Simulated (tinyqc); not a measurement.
Hexagonal on-chip spiral inductor, lumped pi model: one step of the calculation.

Outer diameter do = di + 2 n wd + 2 (n - 1) sp, mean da = (do + di)/2, fill p = (do - di)/(do + di), length l = 3.464 n da. L = 2.33 mu0 n^2 da/(1 + 3.82 p), mu0 = 4 pi 1e-7 H/m. Rs = rho l/(wd delta (1 - exp(-th/delta))), delta = sqrt(rho/(pi f mu0)). Cs = n wd^2 eps0 eo/hu across the coil. At each end Cox = l wd eps0 eo/(2 ho) leads to the substrate branch Rsi = 2 rs he/(l wd) in parallel with Csi = l wd eps0 11.7/(2 he). With one end grounded Y = 1/(Rs + i w L) + i w Cs + 1/[1/(i w Cox) + 1/(1/Rsi + i w Csi)], w = 2 pi f; Q = -Im Y/Re Y. Eddy currents in neighbouring turns and in the substrate are left out.

Task. Geometry and model elements. do, l, L, delta, Rs, Cs, Cox, Rsi and Csi as defined.

Parameters, values chosen for the exercise; values of the order met in silicon radio-frequency processes: number of turns n = 1.5; line width wd = 8 um; space between turns sp = 1.5 um; inner diameter di = 40 um; metal thickness th = 3 um; metal resistivity rho = 2.2 uohm cm; oxide below the coil ho = 3.3 um; oxide between coil and underpass hu = 1.2 um; relative permittivity of the oxide eo = 4.1; substrate resistivity rs = 100 ohm cm; effective spreading depth in the substrate he = 50 um; frequency f = 1.1 GHz.

Constants: eps0 = 8.8541878128e-12 F/m. Results are converted to the units shown.

Give: do; l; L; delta; Rs; Cs; Cox; Rsi; Csi.

Result.

do = 65.50 um
l = 274.1 um
L = 0.1807 nH
delta = 2.251 um
Rs = 0.4548 ohm
Cs = 2.904 fF
Cox = 12.06 fF
Rsi = 4.561e4 ohm
Csi = 2.272 fF

Computed by the program tinyqc: `OMP_NUM_THREADS=1 python tinyqc.py 2302128 2302129 out.jsonl`, one thread of a shared Intel Xeon 2.30GHz, about 0.01 s for the whole run.
